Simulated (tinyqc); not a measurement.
Inside a calculation. Model: electron continuity equation in a given potential, Scharfetter-Gummel discretisation.

Computed by the program tinyqc: `OMP_NUM_THREADS=1 python tinyqc.py 2220112 2220113 out.jsonl`, one thread of a shared Intel Xeon 2.30GHz, about 0.01 s for the whole run. Printed values are rounded.

Steady state in one dimension: J = q mu n E + q D dn/dx with E = -dpsi/dx and D = mu Vt, dJ/dx = 0, fixed densities nL and nR at the ends. The potential is given, psi = U x/L, and is not changed by the electrons.

Values chosen for this exercise; mobility close to that of silicon at room temperature: temperature T = 400 K; electron mobility mu = 1350 cm^2/(V s); length of the region L = 2.1 um; density at x = 0 nL = 6.5e14 cm^-3; density at x = L nR = 4.4e15 cm^-3; potential difference psi(L) - psi(0) U = -1.3 V.

Constants: q = 1.602176634e-19 C, kB = 1.380649e-23 J/K, Vt = kB T/q. Results are converted to the units shown.

## Potential on the mesh

10 equal intervals, h = L/10; psi = U x/L.

```
node,psi (V)
0,0.00000
1,-0.13000
2,-0.26000
3,-0.39000
4,-0.52000
5,-0.65000
6,-0.78000
7,-0.91000
8,-1.04000
9,-1.17000
10,-1.30000
```

## Bernoulli factors

d_i = (psi_(i+1) - psi_i)/Vt; B(d) = d/(exp(d) - 1), B(0) = 1. The flux on interval i is J_i = (q D/h) [n_(i+1) B(d_i) - n_i B(-d_i)].

```
interval,d_i,B(d_i),B(-d_i)
0,-3.77147,3.86033,0.0888579
1,-3.77147,3.86033,0.0888579
2,-3.77147,3.86033,0.0888579
3,-3.77147,3.86033,0.0888579
4,-3.77147,3.86033,0.0888579
5,-3.77147,3.86033,0.0888579
6,-3.77147,3.86033,0.0888579
7,-3.77147,3.86033,0.0888579
8,-3.77147,3.86033,0.0888579
9,-3.77147,3.86033,0.0888579
```

The largest |d_i| is 3.77, above 2, where central differences lose the sign pattern that keeps densities positive.

## Tridiagonal system for the inner nodes

Row i (1 to 9): B(-d_(i-1)) n_(i-1) + b_i n_i + B(d_i) n_(i+1) = f_i with b_i = -B(-d_i) - B(d_(i-1)) and f_i = 0; the known end values are moved to the right: f_1 loses B(-d_0) nL and f_9 loses B(d_9) nR. h = L/10, D = mu Vt.

```
node,diagonal b,right side f (cm^-3)
1,-3.94918,-5.77576e13
2,-3.94918,0
3,-3.94918,0
4,-3.94918,0
5,-3.94918,0
6,-3.94918,0
7,-3.94918,0
8,-3.94918,0
9,-3.94918,-1.69854e16
```

## Densities and current

B(d) = d/(exp(d) - 1) with d_i = (psi_(i+1) - psi_i)/Vt; b and f are the diagonal and right side of the balance equations. Solve B(-d_(i-1)) n_(i-1) + b_i n_i + B(d_i) n_(i+1) = f_i (end values already in f), then J_i = (q D/h) [n_(i+1) B(d_i) - n_i B(-d_i)], h = L/10, D = mu Vt.

```
node,n (cm^-3)
0,6.5e14
1,4.31368e15
2,4.39801e15
3,4.39995e15
4,4.40000e15
5,4.40000e15
6,4.40000e15
7,4.4e15
8,4.4e15
9,4.4e15
10,4.4e15
```

```
interval,J (A/cm^2)
0,5891.43
1,5891.43
2,5891.43
3,5891.43
4,5891.43
5,5891.43
6,5891.43
7,5891.43
8,5891.43
9,5891.43
```

Without sources J is the same on every interval. A mesh 200 times finer gives the same densities: for a potential that is linear on each interval and no sources the scheme is exact.
